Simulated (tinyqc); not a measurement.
Phonon transmission through an interface between two chains by Green functions: one step, computed by the program tinyqc.

Two semi-infinite chains (masses m_1, m_2; springs k_1, k_2), motion along the chain. The central region holds the end atom of each chain and one interlayer atom of mass m_b, joined by springs k_b. lambda = omega^2 in eV/(angstrom^2 u); nu = 15.6333042 THz x sqrt(lambda).

Task: Self-energies and the matrix at the probe frequency. In chain i, sin(q_i a/2) = nu/nu_max,i. An outgoing wave makes the next atom move as exp(i q_i a) times the end atom, so the lead adds the self-energy Sigma_i = -k_i exp(i q_i a) to the force-constant matrix; Gamma_i = -2 Im Sigma_i = 2 k_i sin(q_i a). A = lambda M - K - Sigma over the central atoms, with K_ii the sum of the springs at i, K_(i,i+1) = -k_b; G = inverse of A; transmission = Gamma_1 Gamma_2 |G_(first,last)|^2.

Inputs (values chosen for the exercise, for two model chains):

| quantity | value | unit |
|---|---|---|
| mass m_1 | 72.6 | u |
| spring k_1 | 4.35 | eV/angstrom^2 |
| mass m_2 | 31.4 | u |
| spring k_2 | 6.79 | eV/angstrom^2 |
| junction spring k_b | 4.57 | eV/angstrom^2 |
| interlayer mass m_b | 67.8 | u |

Atoms in the interlayer: one.

probe frequency = 3.826724 THz

band top of chain 1 = 7.653447 THz

band top of chain 2 = 14.53955 THz

Constants: nu for 1 eV/(angstrom^2 u) = 15.6333042 THz.

Give: q_1 a; q_2 a; Gamma_1; Gamma_2; A (complex symmetric).

Result:

q_1 a = 1.047 rad

q_2 a = 0.5327 rad

Gamma_1 = 7.534 eV/angstrom^2

Gamma_2 = 6.896 eV/angstrom^2

A (complex symmetric) (eV/angstrom^2):
```
               end of 1  layer 1       end of 2
end of 1  -2.395+3.767i    4.570          0.000
layer 1           4.570   -5.078          4.570
end of 2          0.000    4.570  -3.629+3.448i
```
